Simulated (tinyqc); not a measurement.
What moves the results: virtual-crystal alloy A(1-x)B(x) in sp3s* tight binding. A value that a table varies takes the place of the one given here.

sp3s* tight binding, nearest neighbours only: anion (a) at 0, cation (c) at a/4 (1,1,1), orbitals s, px, py, pz, s* on each; k in units of 2 pi/a. With phases e_j = exp(i (pi/2) k.n_j) for n = (1,1,1), (1,-1,-1), (-1,1,-1), (-1,-1,1): g0 = (e1+e2+e3+e4)/4, g1 = (e1+e2-e3-e4)/4, g2 = (e1-e2+e3-e4)/4, g3 = (e1-e2-e3+e4)/4. The diagonal holds the levels Esa, Epa, Exa (s*) and Esc, Epc, Exc. Anion-cation block: <sa|sc> = Vss g0; <sa|xc> = Vsapc g1; <xa|sc> = -Vscpa g1; <xa|xc> = Vxx g0; <xa|yc> = <ya|xc> = Vxy g3, <xa|zc> = <za|xc> = Vxy g2, <ya|zc> = <za|yc> = Vxy g1; <s*a|xc> = Vxapc g1; <xa|s*c> = -Vpaxc g1; y and z take g2 and g3 in place of g1; s-s* and s*-s* vanish.

Virtual crystal: a(x) = (1 - x) aA + x aB (Vegard); the six levels are averaged linearly; the seven couplings follow Harrison's rule, V(x) a(x)^2 = (1 - x) V_A aA^2 + x V_B aB^2. No spin-orbit coupling and no disorder. Gaps are measured from the top of the valence band at Gamma; the Delta value is the minimum on (kx,0,0) for kx from 0.5 to 1.

Values chosen for the exercise (A near a published set for Ge, B for Si; such sets place X and L only to about 0.5 eV; not measured data): aA = 5.657 angstrom (lattice constant of A); aB = 5.435 angstrom (of B); pA = (-5.864, 1.61, -5.864, 1.61, 6.379, 6.379, -6.755, 1.615, 4.917, 5.474, 5.474, 5.202, 5.202) eV (order Esa, Epa, Esc, Epc, Exa, Exc, Vss, Vxx, Vxy, Vsapc, Vscpa, Vxapc, Vpaxc); pB = (-4.209, 1.722, -4.209, 1.722, 6.688, 6.688, -8.268, 1.718, 4.592, 5.747, 5.747, 5.377, 5.377) eV (the same for B); x = 0.35 (fraction of B).

## Gaps across the alloy

Bowing b from E(x) = (1 - x) E(0) + x E(1) - b x (1 - x), taken at x = 0.5.

Gaps (eV):

| x | a (angstrom) | Gamma | Delta | L |
|---|---|---|---|---|
| 0.000 | 5.6570 | 0.8960 | 0.8134 | 0.7785 |
| 0.125 | 5.6292 | 1.2786 | 0.8605 | 0.9800 |
| 0.250 | 5.6015 | 1.6646 | 0.9072 | 1.1852 |
| 0.375 | 5.5738 | 2.0539 | 0.9536 | 1.3938 |
| 0.500 | 5.5460 | 2.4468 | 0.9997 | 1.6059 |
| 0.625 | 5.5183 | 2.8433 | 1.0454 | 1.8212 |
| 0.750 | 5.4905 | 3.2434 | 1.0908 | 2.0395 |
| 0.875 | 5.4627 | 3.4090 | 1.1357 | 2.2606 |
| 1.000 | 5.4350 | 3.4360 | 1.1804 | 2.4845 |

bowing (eV): Gamma -1.123, Delta -0.011, L 0.102

The lowest valley changes from L to the Delta line near x = 0.03 (linear estimate between rows). The bowing is -1.123 (Gamma), -0.011 (Delta) and +0.102 eV (L); a positive value means that the gap sags below the straight line. At Gamma the lowest empty level is s-like at one end and p-like at the other, so that column has a kink and its b is no true bowing. The virtual crystal leaves out the part of the bowing that comes from disorder and bond relaxation, and this model places the Delta and L valleys only roughly, so crossings, or their absence, can differ from those of the real alloy.

## Two ways to average the couplings

The gaps with the 1/a^2 rule and with a plain linear average of all thirteen parameters.

Gaps (eV):

| x | Gamma | Delta | L | Gamma, linear | Delta, linear | L, linear |
|---|---|---|---|---|---|---|
| 0.10 | 1.2018 | 0.8511 | 0.9394 | 1.2119 | 0.8514 | 0.9440 |
| 0.25 | 1.6646 | 0.9072 | 1.1852 | 1.6858 | 0.9078 | 1.1949 |
| 0.50 | 2.4468 | 0.9997 | 1.6059 | 2.4755 | 1.0003 | 1.6189 |
| 0.75 | 3.2434 | 1.0908 | 2.0395 | 3.2652 | 1.0911 | 2.0493 |
| 0.90 | 3.4144 | 1.1447 | 2.3052 | 3.4154 | 1.1449 | 2.3100 |

At x = 0.5 the two rules differ by -28.7 (Gamma), -0.6 (Delta) and -13.1 meV (L), with lattice constants 3.92 % apart: in terms of bowing, b = 4 times the sag at x = 0.5, the rule adds +0.115, +0.002 and +0.052 eV. The ends x = 0 and 1 are the same under both rules.

## Composition and lattice constants

Gaps of the alloy. Each row changes one parameter from the base and keeps the others.

Results:

| case | gap Gamma (eV) | gap Delta (eV) | gap L (eV) | kx of the Delta minimum |
|---|---|---|---|---|
| base | 1.9758 | 0.9444 | 1.3518 | 0.779 |
| x = 0.3 | 1.8199 | 0.9258 | 1.2682 | 0.783 |
| aA = 5.544 angstrom | 1.9879 | 0.9446 | 1.3573 | 0.779 |
| aB = 5.326 angstrom | 1.9654 | 0.9442 | 1.3472 | 0.779 |

The largest shifts from the base row, up to three for each result and ties (the steps differ in size, so this ranks the rows, not the parameters). gap Gamma (eV): x -0.1559, aA +0.0121, aB -0.0104. gap Delta (eV): x -0.0185, aA +0.0003, aB -0.0002. gap L (eV): x -0.0836, aA +0.0055, aB -0.0046. kx of the Delta minimum: x +0.004; unchanged at the printed digits by aA and aB. The lattice constants enter only through the weights of the couplings.

(tinyqc, `OMP_NUM_THREADS=1 python tinyqc.py 1450869 1450870 out.jsonl`, Intel(R) Xeon(R) Processor @ 2.30GHz, 1 thread, shared host, about 0.05 s.)
